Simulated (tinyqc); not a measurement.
Vertical double-diffused power MOSFET, components of the on-resistance: two steps of the calculation.

Stripe cells of pitch Wp + a, two channels a cell. Current flows through the channels, spreads in the accumulation layer, passes the gap between the p bodies and spreads at 45 degrees into the drift layer below them. Low drain voltage, full ionisation.

Values chosen for this exercise; bulk values close to those of silicon: temperature T = 450 K; relative permittivity eps_r = 12.1; critical-field constant Kc = 4110 V/cm per (cm^-3)^(1/8); rated breakdown voltage of the drift layer BV = 200 V; drift mobility at 300 K mud = 1230 cm^2/(V s); temperature exponent of the drift mobility bt = 2.1; gate oxide thickness (eps_r 3.9) tox = 41 nm; gate overdrive Vov = 12 V; channel mobility mch = 160 cm^2/(V s); accumulation-layer mobility mac = 370 cm^2/(V s); channel length Lc = 1 um; width of the p body in one cell, channels included Wp = 5.6 um; gap between neighbouring p bodies a = 3.2 um; depth of the p body xp = 1.7 um; doping of the gap over the drift doping Nj = 1; built-in voltage of the body junction Vbi = 0.537 V; substrate and contact resistance Rs = 0.2 mohm cm^2.

Constants: q = 1.602176634e-19 C, eps0 = 8.8541878128e-14 F/cm where lengths are in cm. Results are converted to the units shown.

Task 1. Drift layer. Triangular field at breakdown with Ec = Kc N^(1/8): BV = eps0 eps_r Ec^2/(2 q N), so N = (eps0 eps_r Kc^2/(2 q BV))^(4/3); W = 2 BV/Ec; mu = mud (T/300 K)^(-bt); rho = 1/(q mu N); ideal resistance rho W.

Give: drift doping N; Ec; drift thickness W; electron mobility mu at T; drift resistivity rho; ideal resistance.

Result 1.

drift doping N = 1.8527e15 cm^-3
Ec = 0.33290 MV/cm
drift thickness W = 12.016 um
electron mobility mu at T = 524.94 cm^2/(V s)
drift resistivity rho = 6.4177 ohm cm
ideal resistance = 7.7112 mohm cm^2

Task 2. Components of the on-resistance. Pitch p = Wp + a, Cox = 3.9 eps0/tox; zero-bias depletion in the gap w0 = sqrt(2 eps0 eps_r Vbi/(q N Nj)), open gap g = a - 2 w0; R_ch = Lc p/(2 mch Cox Vov); R_acc = 0.6 a p/(4 mac Cox Vov), 0.6 being an empirical factor for current leaving the layer along its length; R_gap = (rho/Nj) xp p/g; spreading depth t = min(W, (p - g)/2); R_drift = (rho p/2) ln((g + 2 t)/g) + rho (W - t); R_on = the sum with Rs.

drift doping N = 1.8526632e15 cm^-3
drift thickness W = 12.015549 um
electron mobility mu at T = 524.94459 cm^2/(V s)
drift resistivity rho = 6.4177037 ohm cm

Find: w0; g; components; R_on; shares.

Result 2.

w0 = 0.6226 um
g = 1.955 um
components (mohm cm^2): channel 0.2721, accumulation 0.1130, gap 4.911, drift 9.763, substrate 0.2000
R_on = 15.26 mohm cm^2
shares (%): channel 1.78, accumulation 0.74, gap 32.19, drift 63.98, substrate 1.31

The drift term is the largest. R_on is 1.98 times the ideal drift resistance rho W, and spreading raises the drift term to 1.27 times it.

Numbers from tinyqc (`OMP_NUM_THREADS=1 python tinyqc.py 2230119 2230120 out.jsonl`; about 0.01 s on one thread of a shared Intel Xeon 2.30GHz).
